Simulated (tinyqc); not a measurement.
# Input admittance of a MOSFET at zero drain bias: distributed channel and distributed gate: effects of single changes

Source and drain grounded, strong inversion, w = 2 pi f, Cox = eps0 eox/tox. The channel is an RC line of resistance 1/(mu Cox Vo) per square fed from both ends, so one finger has the intrinsic admittance y = i w Cox L tanh(g)/g per width, g = (1/2) sqrt(i w tau), tau = L^2/(mu Vo). The vertical resistance rv/L is in series with y, the overlaps 2 i w Cov in parallel: y_t = 1/(1/y + rv/L) + 2 i w Cov. The gate strip is a line of Rsh/L per length loaded by y_t, so a finger has Y = y_t Wf tanh(k)/k, k = (Wf/sd) sqrt(y_t Rsh/L); the device has Nf Y.

Parameters, values chosen for the exercise; values of the order met in silicon radio-frequency transistors: relative permittivity of the gate insulator (close to zirconium oxide) eox = 25.7; insulator thickness tox = 12 nm; channel length L = 0.073 um; finger width Wf = 1.4 um; number of fingers Nf = 16; channel mobility mu = 350 cm^2/(V s); gate overdrive Vo = 0.67 V; sheet resistance of the gate Rsh = 7.7 ohm/square; vertical resistivity of the gate stack rv = 0 ohm um^2; number of ends at which a finger is contacted sd = 2; overlap and fringe capacitance on each side Cov = 0.16 fF/um; frequency f = 25 GHz.

Constants: eps0 = 8.8541878128e-14 F/cm where lengths are in cm. Results are converted to the units shown.

Each table varies one quantity; the others keep the values above.

## Input impedance against frequency

Low-frequency limits, with c = Cox L and ct = c + 2 Cov: R_strip = Rsh Wf/(3 sd^2 L Nf), R_ch = (c/ct)^2 L/(12 mu Cox Vo Wf Nf), R_vert = (c/ct)^2 rv/(L Wf Nf), C = ct Wf Nf. Z = 1/(Nf Y) = R + 1/(i w C), Q = |Im Z|/R, far-point signal |1/cosh k|.

The same in every row: low-frequency R (ohm) = 1.1720.

Input impedance against frequency:
```
f (GHz),w tau,|k|,R (ohm),C (fF),Q,signal at the far point
0.2,2.8557e-4,0.010521,1.1720,38.176,17785,1.0000
0.6,8.5671e-4,0.018223,1.1720,38.176,5928.4,1.0000
1,0.0014279,0.023526,1.1720,38.176,3557.0,1.0000
4,0.0057114,0.047051,1.1720,38.176,889.26,1.0000
9,0.012851,0.070577,1.1720,38.176,395.23,1.0000
20,0.028557,0.10521,1.1720,38.176,177.85,0.99998
50,0.071393,0.16635,1.1720,38.175,71.144,0.99987
100,0.14279,0.23525,1.1720,38.172,35.576,0.99948
300,0.42836,0.40731,1.1716,38.137,11.874,0.99533
```

R stays near 1.17 ohm and C stays near 38.2 fF. Q goes as f^(-1.00) between the first two rows and f^(-1.00) between the last two, where w tau = 0.428 and |k| = 0.407. The low-frequency limits hold both R and C within 5 % up to f = 300 GHz among the rows.

## Effect of the channel length

Same model as above.

Effect of the channel length:
```
L (um),w tau,|k|,R (ohm),low-frequency R (ohm),C (fF),Q,signal at the far point
0.03,0.006029,0.1325,1.974,1.974,19.91,161.9,1.000
0.058,0.02253,0.1205,1.259,1.259,31.80,159.0,1.000
0.11,0.08105,0.1139,1.202,1.202,53.89,98.26,0.9999
0.22,0.3242,0.1100,1.843,1.843,100.6,34.34,0.9998
0.42,1.182,0.1078,3.379,3.381,185.2,10.18,0.9994
0.8,4.287,0.1029,6.436,6.489,337.8,2.928,0.9983
1.6,17.15,0.07819,11.76,13.14,504.9,1.072,0.9979
3,60.29,0.05406,13.47,24.84,464.3,1.018,0.9990
```

What does the table show?

As L goes from 0.03 to 3, R goes from 1.97 through a minimum of 1.20 (at L = 0.11 among the rows listed) to 13.5 ohm, C goes from 19.9 through a maximum of 505 (at L = 1.6 among the rows listed) to 464 fF and Q falls from 162 to 1.02. R_strip falls as 1/L while R_ch grows with L, which gives the minimum of R.

tinyqc, about 0.01 s, one thread, Intel Xeon 2.30GHz (shared host): `OMP_NUM_THREADS=1 python tinyqc.py 2262127 2262128 out.jsonl`
